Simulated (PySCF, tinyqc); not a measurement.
Worked calculation: RKS/PBE0 in the sto-3g basis, for BeH+, spin multiplicity 1. The lowest restricted solution is unstable here: a spin-polarised one lies 0.0104 hartree lower (PySCF). One step of it, computed by the program tinyqc.

Problem. Iteration 1: building the Kohn-Sham matrix. J_ij = sum D_kl (ij|kl), K_ij = sum D_kl (ik|jl); F = H + J - 0.125 K + V_xc; E = tr D H + tr D J / 2 - 0.0625 tr D K + E_xc + E_nn.

D at the start, lower triangle:
```
,1Be 1s,1Be 2s,1Be 2px,1Be 2py,1Be 2pz,2H 1s
1Be 1s,2.116646
1Be 2s,-0.440764,1.661000
1Be 2px,0.000000,0.000000,0.000000
1Be 2py,0.000000,0.000000,0.000000,0.000000
1Be 2pz,-0.217828,0.902684,0.000000,0.000000,0.490807
2H 1s,0.022973,-0.073694,0.000000,0.000000,-0.040012,0.003275
```

core Hamiltonian H = T + V (hartree), lower triangle:
```
,1Be 1s,1Be 2s,1Be 2px,1Be 2py,1Be 2pz,2H 1s
1Be 1s,-8.100132
1Be 2s,-1.992729,-2.334382
1Be 2px,0.000000,0.000000,-1.852846
1Be 2py,0.000000,0.000000,0.000000,-1.852846
1Be 2pz,-0.006267,-0.066581,0.000000,0.000000,-1.892939
2H 1s,-0.064644,-0.337320,0.000000,0.000000,-0.441101,-1.398565
```

Two-electron integrals (ij|kl) in chemists' order, unique and non-zero (hartree):
```
i,j,k,l,(ij|kl)
1,1,1,1,2.298831
2,1,1,1,0.392036
2,1,2,1,0.079539
2,2,1,1,0.570988
2,2,2,1,0.143041
2,2,2,2,0.417683
3,1,3,1,0.014607
3,2,3,1,0.021888
3,2,3,2,0.092265
3,3,1,1,0.569578
3,3,2,1,0.143083
3,3,2,2,0.417589
3,3,3,3,0.449859
4,1,4,1,0.014607
4,2,4,1,0.021888
4,2,4,2,0.092265
4,3,4,3,0.024249
4,4,1,1,0.569578
4,4,2,1,0.143083
4,4,2,2,0.417589
4,4,3,3,0.401360
4,4,4,4,0.449859
5,1,5,1,0.014607
5,2,5,1,0.021888
5,2,5,2,0.092265
5,3,5,3,0.024249
5,4,5,4,0.024249
5,5,1,1,0.569578
5,5,2,1,0.143083
5,5,2,2,0.417589
5,5,3,3,0.401360
5,5,4,4,0.401360
5,5,5,5,0.449859
6,1,1,1,0.012101
6,1,2,1,0.002467
6,1,2,2,0.004519
6,1,3,3,0.004485
6,1,4,4,0.004485
6,1,5,1,0.000257
6,1,5,2,0.000485
6,1,5,5,0.004588
6,1,6,1,0.000082
6,2,1,1,0.057949
6,2,2,1,0.014881
6,2,2,2,0.051472
6,2,3,3,0.049283
6,2,4,4,0.049283
6,2,5,1,0.001848
6,2,5,2,0.013928
6,2,5,5,0.055790
6,2,6,1,0.000522
6,2,6,2,0.013011
6,3,3,1,0.000911
6,3,3,2,0.005104
6,3,5,3,0.002032
6,3,6,3,0.000766
6,4,4,1,0.000911
6,4,4,2,0.005104
6,4,5,4,0.002032
6,4,6,4,0.000766
6,5,1,1,0.075220
6,5,2,1,0.019438
6,5,2,2,0.069300
6,5,3,3,0.065590
6,5,4,4,0.065590
6,5,5,1,0.002830
6,5,5,2,0.021163
6,5,5,5,0.076632
6,5,6,1,0.000694
6,5,6,2,0.019151
6,5,6,5,0.028433
6,6,1,1,0.232988
6,6,2,1,0.060458
6,6,2,2,0.230814
6,6,3,3,0.218503
6,6,4,4,0.218503
6,6,5,1,0.006251
6,6,5,2,0.064295
6,6,5,5,0.255050
6,6,6,1,0.002097
6,6,6,2,0.084112
6,6,6,5,0.128413
6,6,6,6,0.774606
```

nuclear repulsion = 0.93206026 hartree

V_xc (hartree), lower triangle:
```
,1Be 1s,1Be 2s,1Be 2px,1Be 2py,1Be 2pz,2H 1s
1Be 1s,-1.121182
1Be 2s,-0.159427,-0.217419
1Be 2px,0.000000,0.000000,-0.216924
1Be 2py,0.000000,0.000000,0.000000,-0.216924
1Be 2pz,-0.006354,-0.063716,0.000000,0.000000,-0.212432
2H 1s,-0.005142,-0.028482,0.000000,0.000000,-0.037811,-0.078504
```

E_xc = sum of w rho eps_xc = -2.18693621 hartree

Give: Coulomb J; exchange K; Kohn-Sham matrix F; total energy of this density.

Solution.

Coulomb J (hartree), lower triangle:
```
,1Be 1s,1Be 2s,1Be 2px,1Be 2py,1Be 2pz,2H 1s
1Be 1s,5.735
1Be 2s,1.064,1.969
1Be 2px,0.000,0.000,1.958
1Be 2py,0.000,0.000,0.000,1.958
1Be 2pz,0.033,0.154,0.000,0.000,1.981
2H 1s,0.034,0.244,0.000,0.000,0.327,1.042
```

exchange K (hartree), lower triangle:
```
,1Be 1s,1Be 2s,1Be 2px,1Be 2py,1Be 2pz,2H 1s
1Be 1s,4.660
1Be 2s,0.791,0.773
1Be 2px,0.000,0.000,0.176
1Be 2py,0.000,0.000,0.000,0.176
1Be 2pz,0.022,0.416,0.000,0.000,0.377
2H 1s,0.028,0.144,0.000,0.000,0.111,0.050
```

Kohn-Sham matrix F (hartree), lower triangle:
```
,1Be 1s,1Be 2s,1Be 2px,1Be 2py,1Be 2pz,2H 1s
1Be 1s,-4.069
1Be 2s,-1.187,-0.679
1Be 2px,0.000,0.000,-0.133
1Be 2py,0.000,0.000,0.000,-0.133
1Be 2pz,0.017,-0.029,0.000,0.000,-0.172
2H 1s,-0.040,-0.140,0.000,0.000,-0.166,-0.442
```

total energy of this density = -14.37436 hartree

This density is the starting one.
